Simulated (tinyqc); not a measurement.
Kinetics of strain relaxation and threading dislocations in mismatched semiconductor layers: one step, computed by the program tinyqc.

60-degree dislocations on {111} planes of a (001) layer, isotropic elasticity. The Schmid factor is 1/sqrt(6), and a misfit segment relieves strain with b/2.

Question. Relaxation in the anneal. Excess resolved stress tau = (1/sqrt 6) [2 G (1 + nu)/(1 - nu)] (e - e_eq), e_eq = b (1 - nu/4) [ln(h/b) + 1]/(4 pi (1 + nu) h), the Matthews-Blakeslee strain of an uncapped layer; glide velocity v = v0 tau exp(-Q/(k_B T)), tau in MPa. Threads run in two directions, so de/dt = -(b/4) rho v, and they multiply as d rho/dt = delta rho v. With x = e - e_eq, x0 = f - e_eq (fully strained at t = 0) and v = m S x (m the mobility, S x = tau): rho = rho_0 + (4 delta/b)(x0 - x), so dx/dt = -k x (a - x), k = delta m S, a = x0 + b rho_0/(4 delta): a logistic law, x = a/[1 + (a/x0 - 1) exp(k a t)]. The half time is that at which x = x0/2.

Inputs (values chosen for the exercise, modelled on In(0.2)Ga(0.8)As on GaAs):
```
quantity                        value      unit
misfit f                       0.0134         -
shear modulus G                  42.6       GPa
Poisson ratio nu                 0.32         -
Burgers vector b                 4.05  angstrom
anneal temperature T              574         K
anneal time t                     100         s
initial thread density rho_0   190000    1/cm^2
multiplication constant delta    6600       1/m
```

Sources: multiplication.

mobility v/tau = 3.777883e-08 m/s per MPa

equilibrium strain e_eq = 0.002529245

Give: strain left e; share of the excess strain relieved; thread density; half time.

Answer.

strain left e = 0.002529

share of the excess strain relieved = 100.00 %

thread density = 7.105e+07 1/cm^2

half time = 32.30 s

The layer has reached its equilibrium strain. The misfit lines laid down are 0.019 micrometre apart. Caution: blocking of threads by crossing misfit lines, left out here, leaves real layers with more strain.
